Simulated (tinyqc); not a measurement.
Inside a calculation. Method: one-electron ion in a basis of Gaussians. One step of it, computed by the program tinyqc.

Problem. Matrices over normalised Gaussians. With p = a_i + a_j and I(k) = Gamma((k+1)/2) / (2 p^((k+1)/2)): S = I(2l+2), T = (2l+3) a_i a_j S / p, V = -Z I(2l+1), each divided by sqrt(S_ii S_jj).

exponents of r^l exp(-a r^2) (1/bohr^2): 0.086870  0.352000  1.426000  5.778000  23.410000

Z = 4

l = 2

Give: S; T; V.

Solution.

S:
```
        1       2       3       4       5
1  1.0000  0.4518  0.0687  0.0069  0.0006
2  0.4518  1.0000  0.4519  0.0687  0.0069
3  0.0687  0.4519  1.0000  0.4518  0.0687
4  0.0069  0.0687  0.4518  1.0000  0.4518
5  0.0006  0.0069  0.0687  0.4518  1.0000
```

T (hartree):
```
        1       2       3        4        5
1  0.3040  0.2203  0.0394   0.0042   0.0004
2  0.2203  1.2320  0.8930   0.1596   0.0168
3  0.0394  0.8930  4.9910   3.6169   0.6464
4  0.0042  0.1596  3.6169  20.2230  14.6563
5  0.0004  0.0168  0.6464  14.6563  81.9350
```

V (hartree):
```
         1        2        3        4         5
1  -1.0034  -0.7204  -0.2034  -0.0404   -0.0073
2  -0.7204  -2.0198  -1.4504  -0.4095   -0.0814
3  -0.2034  -1.4504  -4.0653  -2.9189   -0.8242
4  -0.0404  -0.4095  -2.9189  -8.1831   -5.8758
5  -0.0073  -0.0814  -0.8242  -5.8758  -16.4714
```
